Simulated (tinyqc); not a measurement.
A chain with uneven site energies and dephasing by Buettiker voltage probes: coherent and dephased transmission against energy.

Sites 1 to 3 form a chain with hopping -t. Lead L joins site 1 and lead R site 3, both semi-infinite chains with hopping -t and site energy 0. Every site carries a probe with self-energy -i Gamma_p/2 that draws no net current. Linear response at zero temperature: mu_L = 1, mu_R = 0 in units of the bias.

Sigma = t^2 g(E), g(x) = (x - i sqrt(4 t^2 - x^2))/(2 t^2) for |x| < 2 t and (x - sign(x) sqrt(x^2 - 4 t^2))/(2 t^2) otherwise; Gamma = -2 Im Sigma; G = (E - H - Sigma_L - Sigma_R + i Gamma_p/2)^(-1). With Gamma the broadening by one lead, T_RL = Gamma^2 |G_(3,1)|^2, T_pL = Gamma Gamma_p |G_(p,1)|^2, T_pR = Gamma Gamma_p |G_(p,3)|^2, T_pq = Gamma_p^2 |G_(p,q)|^2 for p != q. No current into probe p: W mu = T_pL with W_pp = T_pL + T_pR + sum_q T_pq and W_pq = -T_pq. Then T_eff = T_RL + sum_p T_pR mu_p, and the resistance is (h/2q^2)/T_eff. Without probes means Gamma_p = 0.

Values chosen for this exercise:
```
symbol                value  unit                      meaning
t                         1    eV  hopping (matrix element -t)
U       [0.27, 0.74, -0.36]    eV         site energies 1 to N
gp                     0.44    eV     probe broadening Gamma_p
```

Coherent and dephased transmission against energy:
```
E (eV),T without probes,T_eff
-1.8,0.54718,0.36638
-1.5,0.61753,0.43878
-1.2,0.67297,0.48975
-0.9,0.72395,0.53516
-0.6,0.76974,0.57659
-0.3,0.80774,0.61286
0,0.83472,0.64175
0.3,0.84738,0.66044
0.6,0.84264,0.66576
0.9,0.81750,0.65457
1.2,0.76738,0.62347
1.5,0.67904,0.56408
1.8,0.48642,0.43320
```

What does the table show?

Without probes T lies between 0.486 and 0.847 in these rows, with them between 0.366 and 0.666. The probes lower it in 13 rows and raise it in 0.

Program tinyqc, `OMP_NUM_THREADS=1 python tinyqc.py 2700101 2700102 out.jsonl`; Intel Xeon 2.30GHz, shared host, one thread, about 0.01 s.
